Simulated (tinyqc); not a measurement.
Deep-level transient spectroscopy: one step of the calculation.

Schottky contact on an n-type layer with shallow donors Nd (all ionised) and a donor-like deep trap, neutral when filled and positive when empty; depletion approximation. Traps within lam of the depletion edge stay filled. A long pulse to Vp fills the traps beyond x1 = Wp - lam; back at Vr those between x1 and x2 = Wr - lam emit. A rate window reads S = C(t2) - C(t1).

Problem. Widths. lam = sqrt(2 eps0 eps_r (EF - ET)/(q Nd)), EF - ET = Et - (kB T/q) ln(Nc(T)/Nd), Nc(T) = Nc (T/300 K)^1.5. In the steady state at the band bending V, 2 eps0 eps_r V/q = Nd W^2 + Nt (W - lam)^2 (the second term only if W > lam). V = Vbi + Vr gives Wr and V = Vbi + Vp gives Wp; x1 = max(Wp - lam, 0).

Parameters, values chosen for the exercise; material values close to those of germanium:

| symbol | value | unit | meaning |
|---|---|---|---|
| eps_r | 15.9 |  | relative permittivity |
| Nc | 1.04e19 | cm^-3 | conduction-band density of states at 300 K |
| Nd | 6e16 | cm^-3 | shallow donor density |
| Vbi | 0.45 | V | built-in voltage |
| Et | 0.27 | eV | depth of the trap below the conduction edge |
| Nt | 5.1e15 | cm^-3 | trap density |
| Vr | 5.1 | V | reverse bias |
| Vp | 0 | V | reverse bias during the filling pulse |
| T | 141 | K | temperature of the transient |

Constants: q = 1.602176634e-19 C, kB = 1.380649e-23 J/K, eps0 = 8.8541878128e-14 F/cm where lengths are in cm. Results are converted to the units shown.

Give: lam; Wr; Wp; x1; x2; G = (x2^2 - x1^2)/Wr^2.

Solution.

lam = 80.477 nm
Wr = 392.77 nm
Wp = 114.38 nm
x1 = 33.902 nm
x2 = 312.29 nm
G = (x2^2 - x1^2)/Wr^2 = 0.62474

Computed by the program tinyqc: `OMP_NUM_THREADS=1 python tinyqc.py 2050029 2050030 out.jsonl`, one thread of a shared Intel Xeon 2.30GHz, about 0.01 s for the whole run.
